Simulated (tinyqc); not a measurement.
Inside a calculation. Method: RKS/BLYP in the sto-3g basis, for BeH2, spin multiplicity 1. One step of it, computed by the program tinyqc.

Question. Iteration 2: DIIS coefficients. Solve [B -1; -1 0][c; lambda] = [0; -1] for the coefficients, which sum to one.

B (overlaps of the stored error matrices):
```
[[5.8579474e-02, 1.3843678e-01],
 [1.3843678e-01, 1.6577014e+00]]
```

Give: DIIS coefficients.

Answer.

DIIS coefficients: [1.0555, -0.0555]
